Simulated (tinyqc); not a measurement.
Gupta-type many-body potential for a metal: one step, computed by the program tinyqc. Command: `OMP_NUM_THREADS=1 python tinyqc.py 3024266 3024267 out.jsonl gupta walk`. One thread of a shared host (Intel(R) Xeon(R) Processor @ 2.30GHz), about 0.02 s of CPU time with the checks.

E_i = sum_j A exp(-p (r_ij/r0 - 1)) - xi rho_i^gamma, with rho_i = sum_j exp(-2 q (r_ij/r0 - 1)); gamma = 1/2 is the tight-binding second-moment form. The crystal is fcc unless stated; d is the neighbour distance and a fixed number of shells is kept.

Task: The (111) surface. fcc shells: d sqrt(k), k = 1..5, with 12, 6, 24, 12, 24 atoms; Omega = d^3/sqrt2. Cut the crystal without relaxation; an atom in layer l keeps the neighbours that lie below the surface plane. Excess = E_i + E_c. Surface energy = sum of excesses over the layers, divided by the area per surface atom: (sqrt3/2) d^2 for (111), d^2 for (100), sqrt2 d^2 for (110).

Inputs (values chosen for the exercise, modelled on aluminium):
```
quantity                  value      unit
repulsion A               0.128        eV
hopping xi                 1.32        eV
decay p                    8.59         -
decay q                    2.58         -
reference distance r0     2.864  angstrom
shells kept                   3         -
embedding exponent gamma    0.5         -
```

Surface: (111).

neighbour distance d = 2.882239 angstrom

cohesive energy E_c = 3.244106 eV

Constants: 1 eV/angstrom^2 = 16.02176634 J/m^2.

Give: Layers; excess per surface atom; surface energy.

Result:

Layers:
```
layer  nearest neighbours  repulsion (eV)    rho  excess (eV)
1                       9           1.104   9.37       0.3073
2                      12           1.479  12.74       0.0113
```

excess per surface atom = 0.3187 eV

surface energy = 0.7096 J/m^2
